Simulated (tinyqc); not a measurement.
## Pull-up strength from the switching point

Question. Transistor (EKV form, voltages against the body): I = 2 n b Vt^2 [F(vp - Vs) - F(vp - Vd)] from drain to source, F(v) = ln^2(1 + exp(v/(2 Vt))), vp = (Vg - VT + sg |Vd - Vs|)/n. n-channel bodies are at 0; for the p-channel device all voltages are counted down from Vdd. b in uA/V^2 gives I in uA. In an inverter In(Vg = Vd = VM) equals Ip at the switching point VM. Find bp and the current there.

Values chosen for this exercise: temperature T = 300 K; supply voltage Vdd = 0.6 V; slope factor n = 1.41; drain-induced barrier lowering sg = 0.021; n-channel threshold VTn = 0.32 V; p-channel threshold (magnitude) VTp = 0.29 V; gain factor of the pull-down transistor bn = 450 uA/V^2.

Constants: q = 1.602176634e-19 C, kB = 1.380649e-23 J/K, Vt = kB T/q. Results are converted to the units shown.

VM = 0.285651198 V

Answer. Ip is proportional to bp, so bp is In(VM) over the p-channel current for unit b.

bp = 140 uA/V^2
current at VM = 0.227 uA

tinyqc, about 0.03 s, one thread, Intel Xeon 2.30GHz (shared host): `OMP_NUM_THREADS=1 python tinyqc.py 2340025 2340026 out.jsonl`
